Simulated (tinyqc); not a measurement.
Electron mobility in a silicon inversion layer, empirical terms and Matthiessen rule: two steps of the calculation.

Inversion layer of sheet density Ns on a uniformly doped body. The mobility terms are empirical power laws with prefactors chosen for the exercise; adding their inverses (Matthiessen) is itself an approximation.

Values chosen for this exercise; material values close to those of silicon:
```
symbol,value,unit,meaning
T,250,K,temperature
Eg,1.1,eV,band gap
eps_r,11.8,,relative permittivity of the semiconductor
Nc,2.11e19,cm^-3,conduction-band density of states at T
Nv,1.99e19,cm^-3,valence-band density of states at T
Nb,6.9e17,cm^-3,body doping
Vsb,0,V,reverse body bias
eta,0.5,,weight of the inversion charge in the effective field
Ap,425,cm^2/(V s),phonon-limited mobility at 1 MV/cm and 300 K
As,1250,cm^2/(V s),roughness-limited mobility at 1 MV/cm
gs,2,,exponent of the roughness term
Ac,4000,cm^2/(V s),Coulomb prefactor
Nit,1.5e10,cm^-2,charge at the interface
Ns,9.6e12,cm^-2,inversion density
WL,10,,ratio W/L
Vd,0.05,V,drain voltage
I,244,uA,measured linear current
```

Constants: q = 1.602176634e-19 C, kB = 1.380649e-23 J/K, Vt = kB T/q, eps0 = 8.8541878128e-14 F/cm where lengths are in cm. Results are converted to the units shown.

Question 1. Depletion charge and effective field. ni = sqrt(Nc Nv) exp(-Eg/(2 Vt)), Eg in volts; Ndep = sqrt(2 eps0 eps_r Nb (2 Vt ln(Nb/ni) + Vsb)/q); E = q (Ndep + eta Ns)/(eps0 eps_r), in MV/cm.

Wanted: ni; Ndep; E.

Answer 1.

ni = 1.675e8 cm^-3
Ndep = 2.930e12 cm^-2
E = 1.185 MV/cm

The depletion charge gives 37.9 % of the field.

Question 2. Inversion density for the measured current. I = (W/L) q Ns mu Vd. E = q (Ndep + eta Ns)/(eps0 eps_r) in MV/cm. With t = T/(300 K): muC = Ac (Ns/1e12 cm^-2) t/(Nb/1e17 cm^-3 + Nit/1e11 cm^-2), muP = Ap E^(-1/3) t^(-1.75), muS = As E^(-gs); 1/mu is the sum of the inverses. Ns(new) = I/((W/L) q mu Vd).

Ns at the start = 4.8e12 cm^-2
Ndep = 2.9298743e12 cm^-2

Give: E; mu; Ns after iteration 1.

Answer 2.

E = 0.81733 MV/cm
mu = 388.50 cm^2/(V s)
Ns after iteration 1 = 7.8401e12 cm^-2

tinyqc, about 0.01 s, one thread, Intel Xeon 2.30GHz (shared host): `OMP_NUM_THREADS=1 python tinyqc.py 2510095 2510096 out.jsonl`
